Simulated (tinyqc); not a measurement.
Threshold of a short bulk MOSFET: charge sharing, barrier lowering, narrow width: one step of the calculation.

n-channel device on a p-type body, depletion approximation, full ionisation. Uniform doping N = Na. Vbi from Boltzmann statistics is rough for the degenerate source. Cox = eps0 eox/tox.

Task. Long-channel threshold and scales. ni = sqrt(Nc Nv) exp(-Eg/(2 Vt)), Eg in volts; 2 pB = 2 Vt ln(N/ni); flat band Vfb - Vt ln(N/Na); Wd = sqrt(2 eps0 eps_r (2 pB - Vbs)/(q N)); body term q N Wd/Cox; long-channel VT0 = flat band + 2 pB + body term; Vbi = Vt ln(N Nsd/ni^2); scale length l = sqrt((eps_r/eox) tox Wd).

Inputs (values chosen for the exercise); band and dielectric values close to those of silicon:
```
symbol,value,unit,meaning
T,300,K,temperature
Eg,1.13,eV,band gap
eps_r,11.7,,relative permittivity
Nc,2.78e19,cm^-3,conduction-band density of states at T
Nv,2.65e19,cm^-3,valence-band density of states at T
eox,3.9,,relative permittivity of the gate insulator (close to silicon dioxide)
tox,1.2,nm,insulator thickness
Na,3.5e17,cm^-3,channel doping
Nsd,1e20,cm^-3,source and drain doping
Vfb,-0.71,V,flat-band voltage for the doping Na
Vbs,0,V,body-source voltage
```

Constants: q = 1.602176634e-19 C, kB = 1.380649e-23 J/K, Vt = kB T/q, eps0 = 8.8541878128e-14 F/cm where lengths are in cm. Results are converted to the units shown.

Wanted: N; 2 pB; flat band; Wd; body term; VT0; Vbi; l.

Result.

N = 3.500e17 cm^-3
2 pB = 0.9050 V
flat band = -0.7100 V
Wd = 57.83 nm
body term = 0.1127 V
VT0 = 0.3077 V
Vbi = 1.051 V
l = 14.43 nm

Computed by the program tinyqc: `OMP_NUM_THREADS=1 python tinyqc.py 2002111 2002112 out.jsonl`, one thread of a shared Intel Xeon 2.30GHz, about 0.01 s for the whole run.
